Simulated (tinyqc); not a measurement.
Inside a calculation: deformation-potential model of the Delta valleys of a conduction band. Values are carried at full precision from step to step, so a last printed digit may differ when a step is redone from the rounded ones.

s11 = (C11 + C12)/((C11 - C12)(C11 + 2 C12)), s12 = -C12/((C11 - C12)(C11 + 2 C12)), s44 = 1/C44; exx = s11 sxx + s12 (syy + szz) and cyclic, exy = s44 sxy/2; tension is positive. A uniaxial stress X along the unit vector n is s_ij = X n_i n_j.

Constants: kB = 8.617333262e-05 eV/K; hbar^2/2m0 = 3.80998211 eV angstrom^2.

Inputs chosen for the exercise (near those of Si; not measured data):
```
symbol  value           unit  meaning
C11     166.6           GPa
C12     60.6            GPa
C44     76.4            GPa
load    uniaxial [110]        kind of stress
X       1.46            GPa   stress
Xd      1.12            eV    dilation potential
Xu      9.08            eV    uniaxial potential
T       150             K     temperature
ml      0.909           m0    longitudinal mass
mt      0.187           m0    transverse mass
```

## Strain from a uniaxial [110] stress

Form the compliances and the strain.

s11, s12, s44 (1/TPa): 7.4475  -1.9864  13.0890

strain tensor:
```
,x,y,z
x,0.003987,0.004777,0.000000
y,0.004777,0.003987,0.000000
z,0.000000,0.000000,-0.002900
```

## Valley shifts

Valleys with axes along x, y and z, each a pair at +k and -k. Herring-Vogt shift of a valley with unit axis a: dE = Xd tr(e) + Xu a.e.a. Non-degenerate shares n_i = exp(-dE_i/kT)/sum_j exp(-dE_j/kT). Inverse mass tensor of a valley: (1 - a a)/mt + a a/ml; the masses are taken as independent of strain.

Apply the Herring-Vogt formula to each valley.

Xd tr(e) = 5.68 meV

a.e.a: x 0.003987, y 0.003987, z -0.002900

shifts dE (meV): x 41.88, y 41.88, z -20.65

The lowest valley is z, 62.5 meV below the highest; the mean shift over all valleys is (Xd + Xu/3) tr(e) = 21.04 meV.

## Shares of the electrons

Boltzmann factors of the shifts.

kT = 12.926 meV

shares: x 0.0078, y 0.0078, z 0.9844

effective number of valley axes, 1/(largest share) = 1.016

## Conductivity mass tensor

With one scattering time for all valleys the conductivity goes as M = sum_i n_i (inverse mass tensor of valley i); along the unit vector u, 1/m_c = u.M.u. Without stress 1/m_c = (1/ml + 2/mt)/3. Take u along [001].

M (1/m0):
```
,x,y,z
x,5.314,0.000,0.000
y,0.000,5.314,0.000
z,0.000,0.000,1.166
```

m_c along [001] = 0.8574 m0
m_c without stress = 0.2543 m0

The repopulation alone changes the mobility along [001] by -70.3 %; with all electrons in the valleys lightest or heaviest along this direction it would change by +36 or -72 %.

## Effective density of states

Each of the 6 whole valleys has m_d = (ml mt^2)^(1/3) and N = 2 (m_d kT/(4 pi c))^(3/2), c = hbar^2/2m0. Counted from the lowest edge, Nc = N x 2 x sum_i exp(-(dE_i - dE_min)/kT). 1 angstrom^-3 = 1e24 cm^-3.

m_d = 0.3168 m0
N of one valley = 1.582e+18 cm^-3
Nc under stress = 3.214e+18 cm^-3
Nc without stress = 9.491e+18 cm^-3

## Piezoresistance from repopulation

For small stress d(rho)/rho = pi X. For valleys on the cube axes pi11 = -(2/3) Xu (s11 - s12)/kT x (K - 1)/(2K + 1), pi12 = -pi11/2, pi44 = 0, K = ml/mt. For stress along [110]: pi_l = (pi11 + pi12 + pi44)/2 with the current along it and pi_t = (pi11 + pi12 - pi44)/2 with the current along [1-10]. 1/GPa = 100 x 1e-11/Pa.

K = 4.861

pi11, pi12, pi44 (1e-11/Pa): -159.1  79.5  0.0

pi_l, pi_t for [110] (1e-11/Pa): -39.8  -39.8

Only the transfer between valleys is counted; changes of mass and of intervalley scattering add to it in a real crystal.

## Checks

- Conductivity mass at zero stress against 3/(1/ml + 2/mt): both 0.2543387.
- Piezoresistance coefficients by finite differences against the closed form: largest difference 9.3e-08.

tinyqc: `OMP_NUM_THREADS=1 python tinyqc.py 1081534 1081535 out.jsonl`; about 0.02 s, one thread, shared Intel(R) Xeon(R) Processor @ 2.30GHz.
